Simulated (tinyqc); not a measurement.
# Energy and delay of logic against supply voltage: optimum supplies against the temperature

One expression serves below and above threshold: I(Vg) = Ik [ln(1 + exp((Vg - VT + dd V)/(al nf Vt)))]^al, with I_on = I(V) and I_off = I(0). Gate delay td = kd C V/I_on, clock period LD td. Per gate and cycle the switching energy is act C V^2 and the leakage energy I_off V LD td. No short-circuit current, no variation. Minima are sought above 0.09 V; below a few Vt gates no longer switch and the model has no meaning.

V_min minimises the energy and V_EDP the product of energy and td. VT, Ik and nf are held fixed.

Values chosen for this exercise; values of the order met in logic technologies:
- VT = 0.24 V (threshold voltage at zero drain bias)
- nf = 1.27 (slope factor)
- dd = 0.07 (barrier lowering per volt of supply)
- Ik = 0.47 uA (specific current of a gate)
- al = 1.31 (exponent of the current law)
- C = 0.64 fF (load capacitance of a gate)
- kd = 0.9 (delay factor)
- LD = 16 (logic depth)
- act = 0.2 (activity factor)

Constants: q = 1.602176634e-19 C, kB = 1.380649e-23 J/K, Vt = kB T/q. Results are converted to the units shown.

Result of one run:
```
T (K)  V_min (V)  energy at V_min (aJ)  leakage share (%)  clock at V_min (MHz)  V_EDP (V)  clock at V_EDP (GHz)
250       0.1224                 3.540              45.83                 7.510     0.3968                 1.102
```

What becomes of these results when the temperature T is changed from 250 to 310 K, all else the same?

Result of the changed run:
```
T (K)  V_min (V)  energy at V_min (aJ)  leakage share (%)  clock at V_min (MHz)  V_EDP (V)  clock at V_EDP (GHz)
310       0.1495                 5.631              49.21                 29.12     0.3968                0.8340
```

The whole series:
```
T (K)  V_min (V)  energy at V_min (aJ)  leakage share (%)  clock at V_min (MHz)  V_EDP (V)  clock at V_EDP (GHz)
220       0.1081                 2.719              45.01                 2.662     0.3973                 1.305
250       0.1224                 3.540              45.83                 7.510     0.3968                 1.102
280       0.1363                 4.502              47.21                 16.29     0.3964                0.9491
310       0.1495                 5.631              49.21                 29.12     0.3968                0.8340
340       0.1619                 6.956              51.78                 45.01     0.3987                0.7478
```

As T goes from 220 to 340, V_min rises from 0.108 to 0.162 V, the energy there rises from 2.72 to 6.96 aJ, the clock there rises from 2.66 to 45.0 MHz and V_EDP goes from 0.397 through a minimum of 0.396 (at T = 280 among the rows listed) to 0.399 V.

tinyqc, about 0.01 s, one thread, Intel Xeon 2.30GHz (shared host): `OMP_NUM_THREADS=1 python tinyqc.py 2082134 2082135 out.jsonl`
